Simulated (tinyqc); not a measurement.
Comparisons within one model: carbon nanotube by zone folding. A value that a table varies takes the place of the one given here.

Circumference C = n a1 + m a2, a = sqrt3 acc; d = a sqrt(n^2 + nm + m^2)/pi; tan(theta) = sqrt3 m/(2n + m); dR = gcd(2n + m, 2m + n); T = t1 a1 + t2 a2 with t1 = (2m + n)/dR, t2 = -(2n + m)/dR, |T| = sqrt3 pi d/dR; N = 2 (n^2 + nm + m^2)/dR hexagons a cell. On cutting line mu = 0 to N - 1 at x = k|T|/(2 pi) the phases are p1 = 2 pi (-t2 mu + m x)/N, p2 = 2 pi (t1 mu - n x)/N, and E = -/+ t |1 + exp(i p1) + exp(i p2)|.

Values chosen for the exercise (near those used for carbon; the results hold for these values, not for the real material):
- t = 2.66 eV (hopping)
- acc = 1.42 angstrom (bond length)
- tubes = ((15, 4), (13, 11), (9, 8), (6, 5), (16, 5), (15, 11), (11, 7)) (pairs (n, m))
- n = 12 (chiral index)
- m = 4 (chiral index)

## Semiconducting tubes compared

E11 and E22 are twice the two lowest band edges; the cone gives E11 d = 2 t acc and E22/E11 = 2.

Tubes:
```
"(n,m)",d (angstrom),theta (deg),(n - m) mod 3,E11 (eV),E22 (eV),E11 d/(2 t acc),E22/E11
"(15,4)",13.58,11.5,2,0.5636,1.0763,1.013,1.910
"(13,11)",16.29,27.2,2,0.4641,0.9190,1.001,1.980
"(9,8)",11.53,28.1,1,0.6520,1.3022,0.995,1.997
"(6,5)",7.47,27.0,1,1.0006,1.9936,0.989,1.992
"(16,5)",14.87,13.2,2,0.5136,0.9873,1.011,1.922
"(15,11)",17.70,24.9,1,0.4249,0.8561,0.995,2.015
"(11,7)",12.30,22.7,1,0.6084,1.2351,0.991,2.030
```

How do the results move?

E11 follows 1/d first. For mod 1 the scaled E11 lies below one (0.989 to 0.995) and E22/E11 on both sides of two (1.992 to 2.030). For mod 2 the scaled E11 lies above one (1.001 to 1.013) and E22/E11 below two (1.910 to 1.980). The largest departure of the scaled E11 is that of (15,4); warping acts as cos(3 theta)/d, most for thin tubes near zigzag. Below about 8 angstrom curvature, left out of zone folding, changes the gaps further.

## Neighbouring tubes

Diameter, chiral angle and twice the lowest band edge. Each row changes one parameter from the base and keeps the others.

Results:
```
case,d (angstrom),theta (deg),gap (eV)
base,11.291,13.90,0.6784
n = 13,12.052,13.00,0.0000
m = 5,11.847,16.63,0.6284
t = 2.793 eV,11.291,13.90,0.7123
acc = 1.46 angstrom,11.609,13.90,0.6784
```

What can be read from the table?

The largest shifts from the base row, up to three for each result and ties (the steps differ in size, so this ranks the rows, not the parameters). d (angstrom): n +0.761, m +0.556, acc +0.318; unchanged at the printed digits by t. theta (deg): m +2.73, n -0.89; unchanged at the printed digits by t and acc. gap (eV): n -0.6784, m -0.0500, t +0.0339; unchanged at the printed digits by acc. In zone folding the gap does not depend on acc at fixed (n, m); a step in n or m changes (n - m) mod 3 and closes the gap where that becomes zero.

Program tinyqc; command `OMP_NUM_THREADS=1 python tinyqc.py 1481583 1481584 out.jsonl`; about 0.03 s on one thread of a shared Intel(R) Xeon(R) Processor @ 2.30GHz.
